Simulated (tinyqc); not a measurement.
Energy against coordination: Tersoff bond-order potential. Computed by tinyqc, a small Python program. Command: `OMP_NUM_THREADS=1 python tinyqc.py 3010665 3010666 out.jsonl tersoff walk`. One thread of a shared host (Intel(R) Xeon(R) Processor @ 2.30GHz), about 0.01 s of CPU time with the checks.

E = (1/2) sum_(i, j != i) [A exp(-lambda r_ij) - b_ij B exp(-mu r_ij)], b_ij = (1 + (beta zeta_ij)^n)^(-1/(2n)), zeta_ij = sum_(k != i, j) g(theta_ijk), g = 1 + c^2/d^2 - c^2/(d^2 + (h - cos theta)^2), with theta at atom i. Only nearest neighbours count (cut-off function 1 for them, 0 beyond).

Inputs (values chosen for the exercise, modelled on silicon):

| quantity | value | unit |
|---|---|---|
| A | 1847.2 | eV |
| B | 465.4 | eV |
| lambda | 2.4799 | 1/angstrom |
| mu | 1.7322 | 1/angstrom |
| beta | 1.05e-06 | - |
| n | 0.7898 | - |
| c | 97530 | - |
| d | 16.01 | - |
| h | -0.6199 | - |

Method. Angles seen from one bond (cos theta: count): chain -1: 1; graphitic -1/2: 2; diamond -1/3: 3; square net 0: 2, -1: 1; simple cubic 0: 4, -1: 1; bcc 1/3: 3, -1/3: 3, -1: 1; fcc 1/2: 4, 0: 2, -1/2: 4, -1: 1. With z equal bonds of order b, r = ln(lambda A/(mu b B))/(lambda - mu) and E per atom = -(z/2) b B exp(-mu r)(1 - mu/lambda).

Relaxed structures:

| structure | z | zeta | b | r (angstrom) | E per atom (eV) | E per bond (eV) |
|---|---|---|---|---|---|---|
| dimer | 1 | 0 | 1.0000 | 2.3236 | -1.2534 | -2.5068 |
| chain | 2 | 2.0907e+04 | 0.9702 | 2.3641 | -2.2672 | -2.2672 |
| graphitic | 3 | 4.1645e+03 | 0.9914 | 2.3351 | -3.6542 | -2.4362 |
| diamond | 4 | 3.5660e+04 | 0.9554 | 2.3846 | -4.3098 | -2.1549 |
| square net | 4 | 1.3201e+05 | 0.8863 | 2.4850 | -3.3599 | -1.6799 |
| simple cubic | 6 | 2.4312e+05 | 0.8308 | 2.5715 | -4.0668 | -1.3556 |
| bcc | 8 | 4.4984e+05 | 0.7568 | 2.6963 | -3.9789 | -0.9947 |
| fcc | 12 | 8.6313e+05 | 0.6605 | 2.8782 | -3.8013 | -0.6335 |

What follows from these numbers?

The lowest are diamond, simple cubic and bcc, the first two 0.243 eV apart. The bond order falls from 1 to 0.661 and the bond weakens from -2.51 to -0.63 eV, as b^(lambda/(lambda - mu)) with exponent 3.32. With the same z = 4 the square net lies 0.95 eV above diamond, from its angles alone. Caution: in bcc and other dense structures second neighbours can fall inside the usual cut-off; they are left out here.

Extremes, crossings and ranges named in words are read from the listed rows.
